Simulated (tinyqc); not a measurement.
Inside a calculation. Method: CIS on RHF in the 6-311g basis, for H2, spin multiplicity 1. One step of it, computed by the program tinyqc.

Problem. CIS matrix, singlets. A(ia,jb) = (e_a - e_i) d_ij d_ab + 2 (ia|jb) - (ij|ab).

orbital energies (hartree): MO1 -0.589884, MO2 0.165728, MO3 0.307708, MO4 0.642538, MO5 2.441169, MO6 2.722348

Two-electron integrals over orbitals (pq|rs), unique and non-zero (hartree):
```
p,q,r,s,(pq|rs)
1,1,1,1,0.644013
2,1,2,1,0.046705
2,2,1,1,0.347716
2,2,2,2,0.298228
3,1,1,1,-0.133479
3,1,2,2,-0.025088
3,1,3,1,0.054684
3,2,2,1,0.022853
3,2,3,2,0.039517
3,3,1,1,0.364113
3,3,2,2,0.273770
3,3,3,1,-0.035701
3,3,3,3,0.281928
4,1,2,1,-0.063189
4,1,3,2,-0.008138
4,1,4,1,0.105170
4,2,1,1,-0.135441
4,2,2,2,-0.044660
4,2,3,1,0.038914
4,2,3,3,-0.045613
4,2,4,2,0.053499
4,3,2,1,0.030128
4,3,3,2,0.017691
4,3,4,1,-0.041100
4,3,4,3,0.026154
4,4,1,1,0.501603
4,4,2,2,0.326555
4,4,3,1,-0.081883
4,4,3,3,0.314236
4,4,4,2,-0.102632
4,4,4,4,0.436370
5,1,1,1,-0.096132
5,1,2,2,-0.009990
5,1,3,1,0.051408
5,1,3,3,-0.023694
5,1,4,2,0.024838
5,1,4,4,-0.056745
5,1,5,1,0.089432
5,2,2,1,0.000234
5,2,3,2,0.002443
5,2,4,1,0.004376
5,2,4,3,-0.006953
5,2,5,2,0.010535
5,3,1,1,0.111822
5,3,2,2,0.030724
5,3,3,1,-0.040086
5,3,3,3,0.035790
5,3,4,2,-0.033979
5,3,4,4,0.073386
5,3,5,1,-0.045896
5,3,5,3,0.037256
5,4,2,1,0.003133
5,4,3,2,-0.019648
5,4,4,1,-0.023888
5,4,4,3,0.008111
5,4,5,2,-0.016147
5,4,5,4,0.040150
5,5,1,1,0.637275
5,5,2,2,0.338854
5,5,3,1,-0.136109
5,5,3,3,0.360120
5,5,4,2,-0.131708
5,5,4,4,0.493591
5,5,5,1,-0.128915
5,5,5,3,0.124492
5,5,5,5,0.673258
6,1,2,1,-0.028711
6,1,3,2,0.013927
6,1,4,1,0.066779
6,1,4,3,-0.030267
6,1,5,2,0.023901
6,1,5,4,-0.055659
6,1,6,1,0.096451
6,2,1,1,-0.025136
6,2,2,2,0.011168
6,2,3,1,0.020543
6,2,3,3,-0.000482
6,2,4,2,0.002946
6,2,4,4,-0.008797
6,2,5,1,0.034199
6,2,5,3,-0.014203
6,2,5,5,-0.039005
6,2,6,2,0.020226
6,3,2,1,0.028943
6,3,3,2,0.000020
6,3,4,1,-0.051469
6,3,4,3,0.020253
6,3,5,2,-0.007253
6,3,5,4,0.024318
6,3,6,1,-0.049288
6,3,6,3,0.032905
6,4,1,1,0.147465
6,4,2,2,0.024291
6,4,3,1,-0.061492
6,4,3,3,0.042938
6,4,4,2,-0.042880
6,4,4,4,0.092101
6,4,5,1,-0.078520
6,4,5,3,0.051320
6,4,5,5,0.171808
6,4,6,2,-0.033856
6,4,6,4,0.089602
6,5,2,1,0.080090
6,5,3,2,0.009664
6,5,4,1,-0.136194
6,5,4,3,0.061180
6,5,5,2,-0.025123
6,5,5,4,0.065930
6,5,6,1,-0.135825
6,5,6,3,0.086800
6,5,6,5,0.247587
6,6,1,1,0.682706
6,6,2,2,0.357407
6,6,3,1,-0.157382
6,6,3,3,0.371164
6,6,4,2,-0.149728
6,6,4,4,0.536054
6,6,5,1,-0.171157
6,6,5,3,0.146685
6,6,5,5,0.733829
6,6,6,2,-0.051248
6,6,6,4,0.208173
6,6,6,6,0.827634
```

Give: CIS matrix A, singlet.

Solution.

CIS matrix A, singlet (hartree):
```
,1>2,1>3,1>4,1>5,1>6
1>2,0.501,0.000,0.009,0.000,-0.032
1>3,0.000,0.643,0.000,-0.009,0.000
1>4,0.009,0.000,0.941,0.000,-0.014
1>5,0.000,-0.009,0.000,2.573,0.000
1>6,-0.032,0.000,-0.014,0.000,2.822
```
